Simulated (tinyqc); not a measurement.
Stripping the layer step by step: sheet resistance and Hall data of a diffused or implanted layer. Computed by tinyqc, a small Python program. Command: `OMP_NUM_THREADS=1 python tinyqc.py 3026070 3026071 out.jsonl layer walk`. One thread of a shared host (Intel(R) Xeon(R) Processor @ 2.30GHz), about 0.01 s of CPU time with the checks.

Carriers are taken equal to the net active doping down to the junction (full ionisation, which deep dopants in wide-gap hosts do not reach; no spill-over, no depletion), and the Hall factor is 1.

Inputs (values chosen for the exercise, modelled on silicon in GaN):
```
quantity                                 value        unit
mu_min                                    57.5  cm^2/(V s)
mu_max                                    1000  cm^2/(V s)
N_ref                                  1.9e+17      1/cm^3
exponent alpha                               1           -
peak concentration N_0                 3.6e+19      1/cm^3
length scale l                             780          nm
background doping N_B (opposite type)  1.4e+15      1/cm^3
projected range R_p                       2400          nm
```

Profile: buried Gaussian (implant). Activation: complete.

Constants: e = 1.602176634e-19 C.

Method:
- N(x) = N_0 exp(-(x - R_p)^2/(2 l^2)) for x > 0, dose N_0 l sqrt(pi/2) erfc(-R_p/(l sqrt 2)), junction x_j = R_p + l sqrt(2 ln(N_0/N_B)); the layer starts at x_0 = max(0, 2 R_p - x_j).
- Mobility mu = mu_min + (mu_max - mu_min)/(1 + (N_t/N_ref)^alpha), N_t = active doping + N_B; carriers n = active doping - N_B, all dopants active.
- Integrals from x_0 (0 unless stated) to x_j by the midpoint rule on 400 even intervals: 1/R_s = e int n mu dx; sheet density n_s = int n dx; Hall sheet density (int n mu dx)^2/int n mu^2 dx; Hall mobility int n mu^2 dx/int n mu dx.
- After removing a depth d the integrals start at d. Differences between neighbouring rows give the local conductivity -d(1/R_s)/dx at the middle of the slice (the last slice uses one more step, not listed).

junction depth x_j = 5915.16 nm

Differential sheet resistance:
```
removed d (nm)  R_s (ohm)  slice conductivity (S/cm)  sigma at mid-slice (S/cm)
0                   12.77                      33.27                      32.50
590                 13.10                      81.16                      77.99
1180                13.97                     194.02                     192.54
1770                16.63                     325.16                     330.94
2360                24.42                     336.34                     342.91
2950                47.39                     213.50                     212.84
3540               117.60                      92.25                      88.92
4130               326.69                      37.32                      36.21
```

What does the comparison show, and why?

R_s doubles after removing between 2360 and 2950 nm of a layer 5920 nm deep, so half the current flows above that depth. Where sigma exceeds a tenth of its largest listed value, the slice values agree with it within 5 %.

Extremes, crossings and ranges named in words are read from the listed rows.
